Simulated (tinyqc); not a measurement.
Formation energy of a charged point defect from supercell energies: one step, computed by the program tinyqc. Command: `OMP_NUM_THREADS=1 python tinyqc.py 3002477 3002478 out.jsonl formation walk`. One thread of a shared host (Intel(R) Xeon(R) Processor @ 2.30GHz), about 0.01 s of CPU time with the checks.

The host is a compound AB. Making the defect adds n_A = 1, n_B = -1 atoms to the cell. All total energies are inputs. E_F is counted from the valence-band maximum (VBM); x = 0 is A-rich and x = 1 B-rich growth.

Question. Formation energies at E_F = 0. E_f(q, E_F) = [E(defect, q) - E(host)] - sum n_i mu_i + q (E_VBM + dV + E_F) + E_corr(q).

Inputs (values chosen for the exercise, with gap and screening modelled on ZnO):
```
quantity                 value      unit
gap E_g                   3.39        eV
E_VBM of the host cell   5.103        eV
potential alignment dV    0.12        eV
dielectric constant eps   8.47         -
cell length L             11.3  angstrom
```

Defect: A on a B site. Supercell lattice: bcc.

charge states q: 1  0  -1  -2

E(defect, q) - E(host), in the order of q (eV): -1.431  4.572  9.975  15.856

sum n_i mu_i = 0.423 eV

E_corr (eV): (q=+1) 0.2172834, (q=0) 0.0000000, (q=-1) 0.2172834, (q=-2) 0.8691337

Give: E_f(q, 0).

Answer.

E_f(q, 0) (eV): (q=+1) 3.5863, (q=0) 4.1490, (q=-1) 4.5463, (q=-2) 5.8561

Caution: the largest image-charge correction in these energies, q^2 alpha e^2/(8 pi eps_0 eps L) with alpha = 2.888462, exceeds a quarter of the gap; the point-charge term alone is then a rough estimate, usually too large for a charge that is spread out.
